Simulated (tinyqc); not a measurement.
Inside a calculation: standing waves and exposure in a photoresist film. Values are carried at full precision from step to step, so a last printed digit may differ when a step is redone from the rounded ones.

Normal incidence from air. Unexposed resist: N1 = n1 + i k1 with k1 = (A + B) lam/(4 pi), lam in micrometres. r01 = (1 - N1)/(1 + N1), t01 = 2/(1 + N1). Below the resist lie the layer Na = na + i ka and the substrate Ns = ns + i ks: r12 = (r1a + ras x)/(1 + r1a ras x), x = exp(4 pi i Na da/lam), r1a = (N1 - Na)/(N1 + Na), ras = (Na - Ns)/(Na + Ns). With p = exp(2 pi i N1 d/lam), the field at depth z is E(z) = t01 [exp(2 pi i N1 z/lam) + r12 p^2 exp(-2 pi i N1 z/lam)]/(1 + r01 r12 p^2), the relative intensity I(z) = n1 |E(z)|^2 and the reflectance R = |(r01 + r12 p^2)/(1 + r01 r12 p^2)|^2.

Parameters, chosen for this exercise (a resist on Cu, indices near tabulated ones; shifted at random, so the results belong to these values and not to a real crystal): lam = 248 nm (vacuum wavelength); n1 = 1.782 (resist index); A = 0.14 1/micrometre (bleachable absorption (Dill A)); B = 0.97 1/micrometre (fixed absorption (Dill B)); d = 360 nm (resist thickness); ns = 1.487 (substrate n); ks = 1.748 (substrate k); na = 1.805 (n of the bottom antireflection layer); ka = 0.424 (its k); da = 24 nm (its thickness); C = 0.012 cm^2/mJ (exposure rate (Dill C)); D = 30 mJ/cm^2 (incident dose); Ld = 5 nm (diffusion length of the post-exposure bake).

## Interface coefficients

Form N1, r01, t01 and r12.

N1 = 1.78200+0.02191i
r01 = -0.2811-0.0057i
t01 = 0.7189-0.0057i
r12 = 0.1790-0.0491i
|r12|^2 = 0.0345

Next to the bottom the intensity swings by a factor ((1 + |r12|)/(1 - |r12|))^2 = 2.12 between antinode and node; without the layer |r12|^2 would be 0.2219.

## Round trip and reflectance

Form p^2, the denominator and R; the period of the standing wave is lam/(2 n1).

p^2 = 0.3099+0.5947i
1 + r01 r12 p^2 = 0.9767-0.0261i
R = 0.0481
period = 69.58 nm

The film holds 5.17 periods.

## Intensity and exposure over the lowest period

Nine depths from d - period to d. Without bleaching during the exposure the share of unexposed compound is m = exp(-C D I).

Profile:

| z (nm) | I | m |
|---|---|---|
| 290.4 | 0.951 | 0.710 |
| 299.1 | 0.832 | 0.741 |
| 307.8 | 0.643 | 0.793 |
| 316.5 | 0.491 | 0.838 |
| 325.2 | 0.462 | 0.847 |
| 333.9 | 0.569 | 0.815 |
| 342.6 | 0.745 | 0.765 |
| 351.3 | 0.884 | 0.727 |
| 360.0 | 0.901 | 0.723 |

I runs from 0.462 to 0.951 on these points, so m runs from 0.710 to 0.847; the least exposed point listed lies 34.8 nm above the bottom.

## Smoothing by the bake

Gaussian diffusion of length Ld multiplies a cosine of period L by exp(-2 pi^2 Ld^2/L^2). Give that factor, and the Ld that leaves 10 %.

factor = 0.903
Ld for 10 % = 23.77 nm

## Checks

- R against the transfer-matrix product: both 0.048112.

Computed by tinyqc, a small Python program: `OMP_NUM_THREADS=1 python tinyqc.py 1682070 1682071 out.jsonl` (the numbers bound the seed that draws the inputs); one thread of a shared host (Intel(R) Xeon(R) Processor @ 2.30GHz), about 0.01 s for the whole set of steps.
